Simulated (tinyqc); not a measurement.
# One-dimensional ballistic tunnel FET, two-band WKB: several studies

A p-type source for x < 0 with its Fermi level at 0 and its valence edge at ds; in the channel the bands fall as D exp(-x/lam) towards their flat values, with the conduction edge at Ec = ds - dP and D = dP + Eg. The gate moves dP one to one. The drain Fermi level lies at -Vd and the drain side reflects nothing. For w = E - Ec between 0 and dP an electron crosses the gap. Two-band dispersion with equal masses m: inside the gap kappa = sqrt(m u (1 - u/Eg)/C), u the distance from a band edge, C = hbar^2/(2 m0).

Inputs (values chosen for the exercise); band and dielectric values close to those of indium phosphide: temperature T = 300 K; band gap Eg = 1.37 eV; band-edge mass of the two-band model m = 0.1 m0; screening length of the source junction lam = 5.9 nm; source valence edge above the source Fermi level ds = 0.06 eV; drain bias Vd = 0.5 V; number of degenerate subbands (spin apart) g = 1; tunnelling window Ev(source) - Ec(channel) dP = 0.18 eV.

Constants: q = 1.602176634e-19 C, kB = 1.380649e-23 J/K, hbar = 1.054571817e-34 J s, h = 6.62607015e-34 J s, m0 = 9.1093837015e-31 kg, Vt = kB T/q, hbar^2/(2 m0) = 0.0380998212 eV nm^2. Results are converted to the units shown.

Each table varies one quantity; the others keep the values above.

## Effect of the screening length

S(w) = 2 lam int_0^Eg kappa(u) du/(w + Eg - u) = 2 pi lam sqrt(m/(C Eg)) [w + Eg/2 - sqrt(w (w + Eg))], T(w) = exp(-S). I = g (2 q^2/h) int_0^dP T(w) [f(E) - f(E + Vd)] dw, E = ds - dP + w, f(x) = 1/(1 + exp(x/Vt)). Swing = d(dP)/d(log10 I).

Results:
```
lam (nm)  T(w = dP)     I (uA)  swing (mV/decade)
1           0.05345     0.1961              163.6
2.3        0.001186   0.001930              106.4
3.6        2.634e-5   2.411e-5              79.50
4.9        5.846e-7   3.467e-7              63.84
6.1        1.739e-8   7.499e-9              54.14
7.4       3.861e-10  1.254e-10              46.54
10        1.903e-13  3.994e-14              36.33
```

Estimate the missing row, lam = 8.7 nm.

Computed row:
```
lam (nm)  T(w = dP)     I (uA)  swing (mV/decade)
8.7       8.571e-12  2.199e-12              40.81
```

With this row back in the table: I falls from 0.196 to 3.99e-14 uA, on average 1.41 decades a nanometre; S is proportional to lam, and at w = dP it gives 1.27. The swing falls from 164 to 36.3 mV/decade.

## Transfer curve and swing

Same model as above.

Result of one run:
```
dP (eV)  T(w = dP)     I (uA)  swing (mV/decade)
0.014    3.352e-13  1.025e-14              8.814
```

What becomes of these results when the tunnelling window Ev(source) - Ec(channel) dP is changed from 0.014 to 0.31 eV, all else the same?

Result of the changed run:
```
dP (eV)  T(w = dP)    I (uA)  swing (mV/decade)
0.31      8.109e-7  9.148e-7              91.70
```

The whole series:
```
dP (eV)  T(w = dP)     I (uA)  swing (mV/decade)
0.0094   1.157e-13  2.619e-15              6.753
0.014    3.352e-13  1.025e-14              8.814
0.021    1.191e-12  5.014e-14              11.56
0.03     4.303e-12  2.439e-13              14.71
0.045    2.269e-11  1.857e-12              19.45
0.066    1.333e-10  1.610e-11              25.51
0.097    9.549e-10  1.805e-10              33.88
0.14      7.269e-9   2.252e-9              45.09
0.21      7.796e-8   4.521e-8              63.55
0.31      8.109e-7   9.148e-7              91.70
```

I rises from 2.62e-15 to 9.15e-7 uA and the swing rises from 6.75 to 91.7 mV/decade. The thermionic limit is Vt ln 10 = 59.5 mV/decade; the swing stays under it up to dP = 0.14 eV among the rows, where I is 2.25e-9 uA, 0.25 % of the last row. Leakage below the onset is not in the model.

## Output curve

Same model as above.

Output curve:
```
Vd (V)    I (uA)
0.02    6.070e-9
0.09    1.340e-8
0.16    1.409e-8
0.24    1.414e-8
0.31    1.414e-8
0.38    1.414e-8
0.45    1.414e-8
0.53    1.414e-8
0.6     1.414e-8
```

What does the table show?

I rises from 6.07e-9 to 1.41e-8 uA; it reaches 95 % of the last value at Vd = 0.16 V among the rows. The drain Fermi level passes the channel conduction edge at Vd = dP - ds = 0.120 V, after which the back flow dies out. The window dP is held fixed.

Numbers from tinyqc (`OMP_NUM_THREADS=1 python tinyqc.py 2620056 2620057 out.jsonl`; about 0.01 s on one thread of a shared Intel Xeon 2.30GHz).
